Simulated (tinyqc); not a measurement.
Worked calculation: strain, valley repopulation and piezoresistance in a many-valley conduction band. Computed by tinyqc, a small Python program that keeps every step. Command: `OMP_NUM_THREADS=1 python tinyqc.py 3025490 3025491 out.jsonl valleys walk`. One thread of a shared host (Intel(R) Xeon(R) Processor @ 2.30GHz), about 0.03 s of CPU time with the checks. Intermediate numbers are printed to about 6 digits and carried at full precision; extremes and crossings named in words are read from the listed rows.

Valleys are ellipsoids with mass m_l along the axis a and m_t across it, parabolic, with one constant relaxation time; strain shifts the valleys and leaves the masses alone. Currents are taken along [111], along the load, and along [1-10], across the load.

Inputs (values chosen for the exercise, modelled on germanium): longitudinal mass m_l = 1.58 m_0; transverse mass m_t = 0.082 m_0; shear deformation potential Xi_u = 16 eV; dilation deformation potential Xi_d = -4.4 eV; C11 = 128 GPa; C12 = 48.1 GPa; C44 = 66.7 GPa; stress X (tension positive) = 1800 MPa; electron density n = 3.9e+18 1/cm^3; relaxation time tau = 58 fs; temperature T = 500 K.

Valley axes: <111> (4 valleys). Load: uniaxial [111].

Constants: k_B = 8.617333262e-05 eV/K; m_0 = 9.1093837015e-31 kg; k_B = 1.380649e-23 J/K; hbar = 1.054571817e-34 J s; e = 1.602176634e-19 C.

## Strain

Compliances S11 = (C11 + C12)/((C11 - C12)(C11 + 2 C12)), S12 = -C12/((C11 - C12)(C11 + 2 C12)), S44 = 1/C44; stress sigma_ij = X n_i n_j for the unit vector n of the load; e_xx = S11 sigma_xx + S12 (sigma_yy + sigma_zz), e_xy = S44 sigma_xy/2 (tensor strain).

strain tensor (%), rows x, y, z:
```
[[0.267618, 0.449775, 0.449775],
 [0.449775, 0.267618, 0.449775],
 [0.449775, 0.449775, 0.267618]]
```

## Valley shifts

Herring-Vogt shift of a valley with unit axis a: dE = Xi_d tr(e) + Xi_u a.e.a.

shifts dE (meV): [111] 151.421, [-111] -40.483, [1-11] -40.483, [11-1] -40.483

splitting (highest minus lowest) = 191.904 meV

Lowest: [-111], [1-11], [11-1]; the splitting is 4.45 k_B T.

## Populations

Each of the 4 valleys holds n_v = N_v (2/sqrt(pi)) F_1/2((E_F - dE_v)/(k_B T)), N_v = 2 (m_d k_B T/(2 pi hbar^2))^(3/2), m_d = (m_l m_t^2)^(1/3); E_F solves sum n_v = n and is counted from the unstrained edge. F_j(eta) = int_0^infinity x^j/(1 + exp(x - eta)) dx, without a gamma-function factor. It is evaluated after integrating by parts. Integrals over x = E/(k_B T) use 160 Gauss-Legendre points in u = sqrt(x) from 0 to sqrt(max(eta, 0) + 32).

Fermi level E_F = -99.7874 meV

share of the electrons: [111] 0.004187, [-111] 0.331938, [1-11] 0.331938, [11-1] 0.331938

## Mobility tensor and resistance change

Mobility tensor mu = e tau sum_v (n_v/n) [1/m_t + (1/m_l - 1/m_t) a a^T]; unstrained mu_0 = e tau (1/m_l + 2/m_t)/3; resistivity along d from the inverse tensor, rho_d = d.mu^-1.d/(n e), mobility along d = 1/(d.mu^-1.d); gauge pi_d = (rho_d/rho_0 - 1)/X.

mobility tensor (cm^2/(V s)), rows x, y, z:
```
[[850.884, 128.858, 128.858],
 [128.858, 850.884, 128.858],
 [128.858, 128.858, 850.884]]
```

unstrained mobility mu_0 = 850.884 cm^2/(V s)

mobility along the first direction = 1108.60 cm^2/(V s)

mobility along the second direction = 722.025 cm^2/(V s)

resistance change along the first direction = -23.2470 %

resistance change along the second direction = 17.8468 %

The mobility lies between e tau/m_l = 64.6 and e tau/m_t = 1240; the trace stays at 3 mu_0. Along the first direction the filled valleys present more of their light mass.

## Linear piezoresistance coefficients

With eta_0 the reduced Fermi level without strain, r = F_-1/2(eta_0)/(2 F_1/2(eta_0)) (1 for a classical gas) and c = r (Xi_u/k_B T) (m_l - m_t)/(2 m_l + m_t): pi44 = -c S44/3, pi11 = pi12 = 0.

eta_0 = -1.68008

degeneracy factor r = 0.941940

pi11 = 0 1e-11/Pa

pi12 = 0 1e-11/Pa

pi44 = -80.7704 1e-11/Pa

Degeneracy lowers the coefficients to 94 % of the classical value.

## Full result against the linear law

Linear theory: pi_l = (pi11 + 2 pi12 + 2 pi44)/3, pi_t = (pi11 + 2 pi12 - pi44)/3.

Resistance changes (%); at 2000 MPa the strain is near or above 1 %, where band warping, left out here, matters:
```
X (MPa)  splitting (meV)  largest share  first direction    linear  second direction    linear
-2000            213.227       0.973746          823.977   107.694          -30.8383  -53.8469
-1000            106.613       0.769513          177.873    53.847          -24.2460  -26.9235
-400              42.645       0.455993           34.015    21.539          -11.2617  -10.7694
-150              15.992       0.320674            9.539     8.077           -4.1724   -4.0385
-50                5.331       0.272442            2.844     2.692           -1.3637   -1.3462
50                 5.331       0.257081           -2.551    -2.692            1.3261    1.3462
150               15.992       0.270001           -6.884    -8.077            3.8387    4.0385
400               42.645       0.295108          -14.291   -21.539            9.0953   10.7694
1000             106.613       0.323566          -21.380   -53.847           15.7364   26.9235
2000             213.227       0.332481          -23.365  -107.694           17.9863   53.8469
```

Along the first direction the linear law holds within 10 % for 2 of the 10 stresses, at -50.0, 50.0 MPa. At the largest compression the full change is +824.0 % against the linear +107.7 %, at the largest tension -23.4 % against -107.7 %: once the splitting is comparable with k_B T (or E_F) the populations no longer follow it linearly, and the change must saturate when the upper valleys are empty.

Checks made by the program: trace of the tensor against 3 mu_0 (relative difference below 1e-10); linear coefficients against the full calculation at 0.01 MPa (relative difference 6e-06).
